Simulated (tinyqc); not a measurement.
Thickness and doping from the maximum and minimum capacitance.

Problem. A MOS capacitor has Cmax = Cox = eps0 eox/tox and 1/Cmin = 1/Cox + Wm/(eps0 eps_r), with Wm = sqrt(4 eps0 eps_r Vt ln(N/ni)/(q N)) and N well above ni. Find tox, Wm and N.

Inputs (values chosen for the exercise); band and dielectric values close to those of silicon: temperature T = 325 K; relative permittivity eps_r = 11.9; relative permittivity of the gate insulator (close to silicon dioxide) eox = 3.9.

Constants: q = 1.602176634e-19 C, kB = 1.380649e-23 J/K, Vt = kB T/q, eps0 = 8.8541878128e-14 F/cm where lengths are in cm. Results are converted to the units shown.

Cmax = 0.52320201 uF/cm^2
Cmin = 0.10901262 uF/cm^2
ni = 5.2641522e10 cm^-3

Solution. Cmax gives tox and the series difference Wm. N follows by iterating N = 4 eps0 eps_r Vt ln(N/ni)/(q Wm^2); ln(N/ni)/N falls steadily for N > e ni, so there is one root in that range.

tox = 6.60 nm
Wm = 76.5 nm
N = 1.90e17 cm^-3

tinyqc, about 0.01 s, one thread, Intel Xeon 2.30GHz (shared host): `OMP_NUM_THREADS=1 python tinyqc.py 2060149 2060150 out.jsonl`
